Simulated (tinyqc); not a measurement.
Inside a calculation. Model: valley-orbit splitting of a donor ground state, with strain. Computed by tinyqc, a small Python program that keeps every step. Command: `OMP_NUM_THREADS=1 python tinyqc.py 3003999 3004000 out.jsonl valleyorbit walk`. One thread of a shared host (Intel(R) Xeon(R) Processor @ 2.30GHz), about 0.01 s of CPU time with the checks. Intermediate numbers are printed to about 6 digits and carried at full precision; extremes and crossings named in words are read from the listed rows.

The basis is the 1s envelope in each valley; energies are counted from the unstrained conduction-band edge. The strain is e_s (a a^T - 1/3) for the unit stress axis a, so valley j along n_j moves by Xi_u e_s w_j with w_j = (n_j.a)^2 - 1/3: +1/6 for x and y, -1/3 for z. The splitting at the zone boundary that a [110] shear adds for <100> valleys is left out.

Inputs (values chosen for the exercise, modelled on donors in silicon):
```
quantity                                    value   unit
single-valley binding energy E_0             31.2    meV
central-cell shift Lambda                    1.48    meV
coupling Delta_1                             3.83    meV
coupling Delta_2                             2.94    meV
shear deformation potential Xi_u              8.8     eV
shear strain e_s                          0.00079      -
temperature T                                  77      K
donor density N_D                         6.9e+16  cm^-3
density-of-states mass of one valley m_e    0.335    m_0
```

Valleys: six along <100>. Stress axis: [110].

Constants: k_B = 8.617333262e-05 eV/K; m_0 = 9.1093837015e-31 kg; k_B = 1.380649e-23 J/K; h = 6.62607015e-34 J s.

## Levels without strain

By symmetry: E(A1) = E_0 + Lambda + 4 Delta_1 + Delta_2 (one state), E(T2) = E_0 + Lambda - Delta_2 (three), E(E) = E_0 + Lambda - 2 Delta_1 + Delta_2 (two), as binding energies.

E(A1) = 50.94 meV

E(T2) = 29.74 meV

E(E) = 27.96 meV

Only A1 has all valley amplitudes in phase, so only it has weight at the nucleus. Of the upper states T2 is bound more strongly, because Delta_1 is larger than Delta_2.

## The valley matrix under strain

H_jj = -(E_0 + Lambda) + Xi_u e_s w_j; H_jk = -Delta_2 between opposite valleys and -Delta_1 between perpendicular ones.

H (meV), lower triangle (symmetric):
```
          +x        -x        +y        -y        +z        -z
+x  -31.5213
-x   -2.9400  -31.5213
+y   -3.8300   -3.8300  -31.5213
-y   -3.8300   -3.8300   -2.9400  -31.5213
+z   -3.8300   -3.8300   -3.8300   -3.8300  -34.9973
-z   -3.8300   -3.8300   -3.8300   -3.8300   -2.9400  -34.9973
```

## Levels and ground state under strain

Diagonalise H; the ground vector has positive components. The density at the nucleus, and so the contact hyperfine coupling, scales as (sum_j c_j)^2/(number of valleys), which is 1 without strain; the envelopes are held fixed.

levels (meV): -51.0624  -32.0573  -28.9963  -28.5813  -28.5813  -26.8013

valley amplitudes of the ground state: +x 0.385618, -x 0.385618, +y 0.385618, -y 0.385618, +z 0.450108, -z 0.450108

hyperfine ratio A/A_0 = 0.994455

The valleys that move down hold 40.5 % of the ground state, against 33.3 % without strain.

## Binding energy under strain

The binding energy is counted from the lowest valley edge, min_j Xi_u e_s w_j; the gap is from the ground state to the next level.

binding energy under strain = 48.7450 meV

gap to the first excited state = 19.0050 meV

## Populations and ionisation

z = sum over levels of exp(-(E - E_ground)/k_B T), the ground-state share being 1/z; N_c = 2 (2 pi m_e k_B T/h^2)^(3/2) sum_j exp(-(shift_j - lowest shift)/k_B T); n1 = N_c/(2 z) exp(-binding/k_B T), binding = lowest shift - E_ground; without compensation n = 2 N_D/(1 + sqrt(1 + 4 N_D/n1)) (Boltzmann statistics; p and higher states left out).

partition sum z = 1.18636

share of neutral donors in the ground state = 0.842917

N_c = 2.76419e+18 cm^-3

n1 = 7.51414e+14 cm^-3

free electrons n = 6.83461e+15 cm^-3

## Strain dependence

The contact hyperfine ratio is A/A_0 = (sum_j c_j)^2/(number of valleys), c_j the valley amplitudes of the ground state; binding from the lowest valley edge.

Against strain:
```
e_s       Xi_u e_s (w_max - w_min) (meV)  binding (meV)  gap to next level (meV)     A/A_0
-0.00630                         -27.720        46.3334                  16.5934  0.888317
-0.00240                         -10.560        48.3243                  18.5843  0.968057
-0.00079                          -3.476        49.8921                  20.1521  0.995455
-0.00024                          -1.056        50.5986                  20.8586  0.999545
0.00024                            1.056        50.2469                  20.5069  0.999517
0.00079                            3.476        48.7450                  19.0050  0.994455
0.00240                           10.560        45.0995                  15.3595  0.945126
0.00630                           27.720        40.3532                  10.6132  0.732673
```

A/A_0 falls for either sign of strain, to 0.888 and 0.733 at the ends; its limits are the shares of the valleys that end up lowest, 4/6 under compression and 2/6 under tension. Near zero strain A/A_0 changes in second order, the binding in first. The binding energy drops from 50.94 meV to 46.33 and 40.35 meV, since fewer valleys share the valley-orbit gain.

## Do the excited 1s states matter for ionisation?

No strain here. The last two columns set z = 1, with the A1 depth, or use one level at E_0 with z equal to the number of valleys.

Ionised share:
```
T (K)        z  all 1s states  ground state alone  no splitting
30     1.00110    1.36040e-04         1.36115e-04   2.52578e-03
49     1.02846    8.80727e-03         8.93115e-03   3.72135e-02
74     1.16241    8.32889e-02         8.94938e-02   1.64528e-01
110    1.49758    3.15479e-01         3.70290e-01   4.13331e-01
150    1.91989    5.70315e-01         6.80945e-01   6.36636e-01
240    2.73469    8.47612e-01         9.32549e-01   8.65715e-01
390    3.60590    9.52500e-01         9.85888e-01   9.55770e-01
```

z grows from 1.001 to 3.61 of at most 6. Leaving out the excited states overstates the ionised share by up to 19.4 % (at 150 K); ignoring the splitting misses by a factor 18.6 at the lowest T and 1.00 at the highest.

Checks made by the program: symmetry formulas against diagonalisation (relative difference below 1e-10).
